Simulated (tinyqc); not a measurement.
Two electrons on one impurity (helium-like model): sweeps and comparisons. A value that a table varies takes the place of the one given here.

Units Ha* = 2 Ry m/eps^2 and a* = a0 eps/m. One electron is bound by Z^2/2. Two electrons in the singlet built from exp(-a r) and exp(-b r): S = 8 (ab)^(3/2)/(a + b)^3, h_aa = a^2/2 - Z a, h_bb alike, h_ab = S (ab/2 - Z (a + b)/2), J = ab (a^2 + 3ab + b^2)/(a + b)^3, K = 20 (ab)^3/(a + b)^5, E = (h_aa + h_bb + 2 S h_ab + J + K)/(1 + S^2). For a = b this is a^2 - 2 Z a + 5a/8. Real double donors are deeper, since the central cell is left out.

Constants: e^2/(4 pi eps0) = 14.39964547 eV angstrom.

Values chosen for the exercise (near those of impurities in Si; not measured data): m = 0.306 m0 (one mean mass); eps = 11.5 (dielectric constant); Zs = (0.99, 1.04, 1.16, 1.64, 2.14, 2.88, 3.56) (charges); a_lat = 5.431 angstrom (lattice constant); Eg = 1.169 eV (gap); ED = 44.3 meV (donor binding); EA = 46 meV (acceptor binding); W0 = 4.1 x 1e7/s (rate at zero distance); kind = same (sublattices of donor and acceptor); shells = (45, 49, 60, 101, 196, 208, 471) (shell numbers).

## Effective charge

Ha* = 62.9617 meV

Binding of the first electron, of the second (-E - Z^2/2) with equal and with unequal orbitals, and U, the first less the second (unequal).

Results (meV):
```
Z     first  second, equal  second, unequal   a/b      U  U/(Z Ha*)
0.99   30.9          -1.95             0.64  3.79   30.2      0.485
1.04   34.0          -0.73             1.72  3.32   32.3      0.494
1.16   42.4           2.86             5.08  2.76   37.3      0.510
1.64   84.7          26.28            28.15  2.04   56.5      0.547
2.14  144.2          66.11            67.84  1.78   76.3      0.566
2.88  261.1         153.93           155.58  1.60  105.5      0.582
3.56  399.0         265.03           266.65  1.51  132.3      0.590
```

Equal orbitals bind a second electron only above Z = (5/16)/(1 - 1/sqrt2) = 1.067; unequal ones do so in 7 of the 7 rows. Their gain is 2.59 meV in the first row and 1.61 in the last, while the second binding grows to 267 meV, so the gain decides the matter only near Z = 1. U grows almost linearly with Z: U/(Z Ha*) goes from 0.485 to 0.590, towards 5/8, while the first binding grows as Z^2. Angular correlation is left out: at Z = 1 this function binds the second electron by 0.0133 Ha*, half the exact 0.0278.

## Pair lines (donor-acceptor pair recombination)

h nu = Eg - ED - EA + q/(eps R), q = e^2/(4 pi eps0); shell j lies at R = a_lat sqrt(j/2) for the same sublattice and a_lat sqrt(j/2 - 5/16) for opposite ones (on the same sublattice shells 14, 30, 46, 56, 62, ... are empty, where 2j has the form 4^a (8b + 7)); rate W = W0 exp(-2R/aD) with the donor radius aD = q/(2 eps ED). Polarisation and overlap terms, which matter for close pairs, are left out.

Energy, rate and lifetime for each shell.

Lines:
```
shell  R (angstrom)  Coulomb (meV)  h nu (eV)  step to the next shell (meV)  1/W (microsecond)
45            25.76           48.6     1.1273                           1.0              0.934
49            26.88           46.6     1.1253                          0.47               1.09
60            29.75           42.1     1.1208                          0.35               1.64
101           38.59           32.4     1.1111                          0.16               5.74
196           53.76           23.3     1.1020                         0.059               49.2
208           55.39           22.6     1.1013                         0.054               61.8
471           83.34           15.0     1.0937                         0.016           3.23e+03
```

limit for distant pairs = 1.0787 eV
aD = 14.1 angstrom

The lines crowd together, on average as R^-3: the step falls from 1 to 0.016 meV, so distant pairs merge into a band. Close pairs emit higher and 3.46e+03 times faster over this table, so the band shifts to lower energy with delay and to higher energy with stronger pumping. All these lines lie below Eg, and R/aD runs from 1.8 up.

tinyqc: `OMP_NUM_THREADS=1 python tinyqc.py 1252676 1252677 out.jsonl`; about 0.02 s, one thread, shared Intel(R) Xeon(R) Processor @ 2.30GHz.
